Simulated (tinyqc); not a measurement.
Worked calculation: one-electron ion in a basis of Gaussians. Computed by tinyqc, a small Python program that keeps every step. Settings: Z = 2, l = 2. Command: `OMP_NUM_THREADS=1 python tinyqc.py 31344 31345 out.jsonl` (the two numbers bound the seeds that draw the settings). One thread of a shared host (Intel(R) Xeon(R) Processor @ 2.60GHz), about 0.01 s of CPU time with the checks.

## Matrices over normalised Gaussians

exponents of r^l exp(-a r^2) (1/bohr^2): 0.018090  0.048250  0.128700

Z = 2

l = 2

With p = a_i + a_j and I(k) = Gamma((k+1)/2) / (2 p^((k+1)/2)): S = I(2l+2), T = (2l+3) a_i a_j S / p, V = -Z I(2l+1), each divided by sqrt(S_ii S_jj).

S:
```
          1         2         3
1  1.000000  0.666851  0.230381
2  0.666851  1.000000  0.666823
3  0.230381  0.666823  1.000000
```

T (hartree):
```
          1         2         3
1  0.063315  0.061417  0.025578
2  0.061417  0.168875  0.163808
3  0.025578  0.163808  0.450450
```

V (hartree):
```
           1          2          3
1  -0.228938  -0.206728  -0.106238
2  -0.206728  -0.373893  -0.337614
3  -0.106238  -0.337614  -0.610644
```

## Generalised eigenproblem

H = T + V (hartree):
```
           1          2          3
1  -0.165623  -0.145312  -0.080660
2  -0.145312  -0.205018  -0.173806
3  -0.080660  -0.173806  -0.160194
```

Solve H C = S C e through S^(-1/2); each column has its largest component positive (the first on a tie).

eigenvalues of S: 0.165132  0.769619  2.065250

eigenvalues (hartree): -0.220394  -0.121635  0.029255

coefficients:
```
          1          2          3
1  0.178061   1.172554  -0.842178
2  0.609517  -0.524159   1.720901
3  0.360162  -0.340584  -1.367480
```

For Z = 2 and l = 2 the exact lowest level is -Z^2/(2 n^2) with n = l + 1: -0.222222 hartree.
